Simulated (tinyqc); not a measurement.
Comparisons within one model: optical transitions of a finite quantum well. A value that a table varies takes the place of the one given here.

Each carrier sees a square well of width L with its own depth V and masses m (inside), mb (outside); c = hbar^2/2m0, k = sqrt(m E/c), kappa = sqrt(mb (V - E)/c), and level n solves k L + 2 atan[(k/m)/(kappa/mb)] = n pi. The envelope is cos(kz) for odd n and sin(kz) for even n inside, joins exp(-kappa (|z| - L/2)) outside, and is normalised to 1. Excitons and band mixing are left out.

Constants: hbar^2/2m0 = 3.80998211 eV angstrom^2; e^2/(4 pi eps0) = 14.39964547 eV angstrom; hc = 1239.841984 eV nm.

Values chosen for the exercise (near those of a GaAs well in AlGaAs; shifted at random, so the results belong to these values and not to a real crystal):

| symbol | value | unit | meaning |
|---|---|---|---|
| L | 144 | angstrom | well width |
| Vc | 0.194 | eV | conduction offset |
| me | 0.0661 | m0 | electron, well |
| meb | 0.0869 | m0 | electron, barrier |
| eps | 11 |  | background dielectric constant |
| Nss | (0.025, 0.062, 0.12, 0.25, 0.38, 0.5, 0.75) | x 1e12/cm^2 | sheet densities |
| Eg | 1.5 | eV | gap of the well |
| Vv | 0.102 | eV | valence offset |
| mh | 0.36 | m0 | heavy hole along z, well |
| mhb | 0.381 | m0 | heavy hole, barrier |
| ml | 0.0906 | m0 | light hole along z, well |
| mlb | 0.1061 | m0 | light hole, barrier |
| Ls | (35, 44, 60, 73, 98, 129, 168) | angstrom | widths |

## Depolarisation shift

The collective line lies at E12 sqrt(1 + a), a = 8 pi q (n1 - n2) S/(eps E12), q = e^2/(4 pi eps0), S = integral over z of (integral up to z of psi_1 psi_2)^2. Zero temperature with the mass me in both subbands: n1 - n2 = Ns until Ns reaches D E12, D = me/(2 pi c), and D E12 beyond. 1e12/cm^2 = 1e-4/angstrom^2; exchange and the static band bending by the charge are left out.

Line position:

| Ns (1e12/cm^2) | n1 - n2 | a | line (meV) | shift (meV) |
|---|---|---|---|---|
| 0.025 | 0.025 | 0.0171 | 50.26 | 0.42 |
| 0.062 | 0.062 | 0.0424 | 50.88 | 1.04 |
| 0.12 | 0.120 | 0.0820 | 51.84 | 2.00 |
| 0.25 | 0.250 | 0.1708 | 53.93 | 4.09 |
| 0.38 | 0.380 | 0.2597 | 55.93 | 6.10 |
| 0.50 | 0.500 | 0.3417 | 57.73 | 7.89 |
| 0.75 | 0.750 | 0.5125 | 61.29 | 11.45 |

S = 10.351 angstrom
E12 = 49.84 meV

The upward shift grows from 0.42 to 11.45 meV, 23.0 % of E12 at most. For small a the shift is a E12/2, linear in Ns; in the last row that rule gives 12.77 meV. S/L = 0.0719, against 5/(9 pi^2) = 0.0563 for hard walls.

## Width of the well

Edge wavelength hc/(Eg + e1 + hh1), squared e1-hh1 overlap, lh1 - hh1, and the 1-2 intersubband energy with f_12 = (m1/c) E12 z_12^2, 1/m1 = <1|1/m|1> (dash: e2 unbound).

Results:

| L (angstrom) | edge (nm) | overlap^2 | lh1 - hh1 (meV) | E12 (meV) | f_12 |
|---|---|---|---|---|---|
| 35 | 761.1 | 0.9421 | 27.8 | - | - |
| 44 | 773.6 | 0.9540 | 25.7 | - | - |
| 60 | 788.7 | 0.9674 | 21.1 | 132.3 | 0.703 |
| 73 | 796.8 | 0.9743 | 17.8 | 118.1 | 0.958 |
| 98 | 806.5 | 0.9825 | 12.9 | 85.7 | 0.984 |
| 129 | 813.2 | 0.9881 | 9.1 | 58.7 | 0.975 |
| 168 | 817.8 | 0.9920 | 6.3 | 39.2 | 0.969 |

The edge tunes from 761 to 818 nm, towards hc/Eg = 827 nm, while the overlap goes from 0.942 to 0.992. e2 binds at L = pi sqrt(c/(me Vc)) = 54.2 angstrom; f_12 starts from zero there and is 0.703 at 60 angstrom, the rest going to the continuum; among the widths listed it peaks at 0.984 (98 angstrom) and is 0.969 in the widest well, against 0.961 for hard walls.

## What each parameter does

Edge wavelength hc/(Eg + e1 + hh1), squared overlap of e1 and hh1, and the confinement energies. Each row changes one parameter from the base and keeps the others.

Results:

| case | edge (nm) | overlap^2 | e1 (meV) | hh1 (meV) |
|---|---|---|---|---|
| base | 815.3 | 0.9899 | 16.8 | 3.8 |
| L = 130 angstrom | 813.4 | 0.9882 | 19.7 | 4.6 |
| Eg = 1.53 eV | 799.5 | 0.9899 | 16.8 | 3.8 |
| Vc = 0.165 eV | 815.6 | 0.9860 | 16.2 | 3.8 |
| Vv = 0.082 eV | 815.4 | 0.9928 | 16.8 | 3.7 |
| me = 0.0727 m0 | 815.8 | 0.9925 | 15.9 | 3.8 |
| mh = 0.414 m0 | 815.5 | 0.9869 | 16.8 | 3.4 |
| meb = 0.1043 m0 | 815.7 | 0.9883 | 16.2 | 3.8 |

The largest shifts from the base row, up to three for each result and ties (the steps differ in size, so this ranks the rows, not the parameters). edge (nm): Eg -15.8, L -1.9, me +0.5. overlap^2: Vc -0.0039, mh -0.0030, Vv +0.0029; unchanged at the printed digits by Eg. e1 (meV): L +2.9, me -0.9, meb -0.6, Vc -0.6; unchanged at the printed digits by Eg, Vv and mh. hh1 (meV): L +0.7, mh -0.4, Vv -0.1; unchanged at the printed digits by Eg, Vc, me and meb.

(tinyqc, `OMP_NUM_THREADS=1 python tinyqc.py 1250121 1250122 out.jsonl`, Intel(R) Xeon(R) Processor @ 2.30GHz, 1 thread, shared host, about 0.3 s.)
